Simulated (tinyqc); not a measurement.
Metal gate on a two-layer dielectric stack with fixed charge and a dipole: flat band against the thickness t2.

Gate, layer 2, layer 1, p-type semiconductor; x runs from the gate inwards. Charges are counted in units of +q. psi is the band bending at the surface, positive towards inversion. Classical charge, Boltzmann statistics, no interface traps.

EOT = 3.9 (t1/e1 + t2/e2), Cox = eps0/(t1/e1 + t2/e2); phi_ms = pM - (chi + Eg - Vt ln(Nv/Na)). Vfb = phi_ms + Vd - (q/eps0) [Q1 (t1/e1 + t2/e2) + Q2 t2/e2 + r1 (t1^2/(2 e1) + t1 t2/e2) + r2 t2^2/(2 e2)]: each charge counts with its electrical distance from the gate. ni = sqrt(Nc Nv) exp(-Eg/(2 Vt)), Eg in volts, pB = Vt ln(Na/ni), Vth = Vfb + 2 pB + sqrt(4 q eps0 eps_r Na pB)/Cox.

Parameters, values chosen for the exercise; band and dielectric values close to those of silicon, layer 1 close to silicon dioxide, layer 2 close to hafnium oxide: temperature T = 300 K; band gap Eg = 1.14 eV; relative permittivity eps_r = 11.6; conduction-band density of states at T Nc = 2.8e19 cm^-3; valence-band density of states at T Nv = 2.62e19 cm^-3; electron affinity chi = 3.98 eV; acceptor density Na = 1.8e17 cm^-3; work function of the gate metal pM = 4.4 eV; thickness of layer 1, next to the semiconductor t1 = 0.5 nm; relative permittivity of layer 1 e1 = 3.93; relative permittivity of layer 2 e2 = 21.4; fixed charge at the semiconductor interface Q1 = 8.7e11 cm^-2; fixed charge between the layers Q2 = 3.5e11 cm^-2; uniform charge density in layer 1 r1 = 0 cm^-3; uniform charge density in layer 2 r2 = 6.9e18 cm^-3; flat-band shift by a dipole layer between the layers Vd = 0 V.

Constants: q = 1.602176634e-19 C, kB = 1.380649e-23 J/K, Vt = kB T/q, eps0 = 8.8541878128e-14 F/cm where lengths are in cm. Results are converted to the units shown.

Flat band against the thickness t2:
```
t2 (nm)  EOT (nm)  Vfb (V)  Vth (V)
1          0.6784  -0.6245   0.3011
1.7        0.8060  -0.6372   0.2968
2.4        0.9336  -0.6528   0.2897
3.1         1.061  -0.6713   0.2797
3.9         1.207  -0.6959   0.2647
4.6         1.335  -0.7205   0.2486
5.3         1.462  -0.7479   0.2296
6           1.590  -0.7782   0.2077
```

Vfb falls from -0.625 to -0.778 V and Vth falls from 0.301 to 0.208 V. The slope dVfb/dEOT is -99.8 mV/nm between the first two rows and -237 between the last two: the charge inside the growing layer bends the line. A line through the end rows meets EOT = 0 at -0.510 V, against phi_ms + Vd = -0.591 V; an effective work function read from it is off by 81.2 mV from pM.

Numbers from tinyqc (`OMP_NUM_THREADS=1 python tinyqc.py 2010038 2010039 out.jsonl`; about 0.01 s on one thread of a shared Intel Xeon 2.30GHz).
